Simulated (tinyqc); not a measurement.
Defect-molecule model of a vacancy with Jahn-Teller distortion, step by step. Values are carried at full precision from step to step, so a last printed digit may differ when a step is redone from the rounded ones.

Four dangling hybrids a, b, c, d point into the vacancy: H_ii = E0, and -gm between any two. A tetragonal distortion Q pairs a with b and c with d: those two couplings become -gm - I Q and the other four -gm + I Q/2, at an elastic cost k Q^2/2. The a1 level holds two electrons; charge states 2+, + and 0 put n = 0, 1, 2 more into the lowest level of t2 origin. Energy from the 2+ state at Q = 0, with the Fermi level mu counted from Ev: W_n(Q) = n (et - 2 I Q) + k Q^2/2 + Uc n (n - 1)/2 - n mu. et = E0 + gm is the undistorted t2 level.

Parameters, chosen for this exercise (of the size used for the vacancy in silicon; the results hold for these values, not for the real material):
```
symbol  value  unit           meaning
E0      -0.04  eV             level of a dangling hybrid, from Ev
gm      0.41   eV             coupling between two dangling hybrids
I       1.1    eV/angstrom    Jahn-Teller coupling
k       13.5   eV/angstrom^2  force constant of the mode
Uc      0.3    eV             repulsion of two electrons in one orbital
Q       0.28   angstrom       a trial distortion
```

## The molecule at a trial distortion

Fill in H at Q.

H (eV), rows a, b, c, d and columns alike:
```
[[-0.0400, -0.7180, -0.2560, -0.2560],
 [-0.7180, -0.0400, -0.2560, -0.2560],
 [-0.2560, -0.2560, -0.0400, -0.7180],
 [-0.2560, -0.2560, -0.7180, -0.0400]]
```

## One-electron levels

Diagonalise. By symmetry: a + b + c + d at E0 - 3 gm, a + b - c - d at E0 + gm - 2 I Q, and the pair a - b, c - d at E0 + gm + I Q.

levels (eV): [-1.2700, -0.2460, 0.6780, 0.6780]

The t2 triplet has split by 3 I Q = 0.9240 eV, and its centre has stayed.

## Relaxed charge states

Minimise W_n over Q: Q_n = 2 n I/k, gain n^2 E_JT with E_JT = 2 I^2/k. W_n at mu = 0 is n et - n^2 E_JT + Uc n (n - 1)/2.

E_JT = 0.1793 eV

States:
```
n  charge  Q_n (angstrom)  gain (eV)  W_n (eV)
0      2+          0.0000     0.0000    0.0000
1       +          0.1630     0.1793    0.1907
2       0          0.3259     0.7170    0.3230
```

## Transition levels and the effective U

From the energies W_n of the relaxed states with n = 0, 1, 2 electrons: E(2+/+) = W1 - W0, E(+/0) = W2 - W1, U_eff = E(+/0) - E(2+/+), E(2+/0) = (W2 - W0)/2.

levels above Ev (eV): (2+/+) 0.1907, (+/0) 0.1322, (2+/0) 0.1615

U_eff = -0.0585 eV

U_eff < 0: the second electron is bound more strongly than the first, the + state is never the lowest, and the charge changes by two at 0.1615 eV.

## Vertical against thermal levels

At fixed Q the level for adding the first electron is et - 2 I Q. Capture into 2+ at Q0 = 0 costs et; removal from + at Q1 = 2 I/k takes place at et - 2 E_JT, E_JT = 2 I^2/k; the thermal level lies between, and the Franck-Condon shift is E_JT on each side. et = E0 + gm.

levels (eV): vertical at Q0 0.3700, thermal 0.1907, vertical at Q1 0.0115

Stokes shift = 0.3585 eV

## Checks

- W2 from the formula against a numerical minimum over Q with the level from H(Q): both 0.32296.

tinyqc: `OMP_NUM_THREADS=1 python tinyqc.py 1481844 1481845 out.jsonl`; about 0.01 s, one thread, shared Intel(R) Xeon(R) Processor @ 2.30GHz.
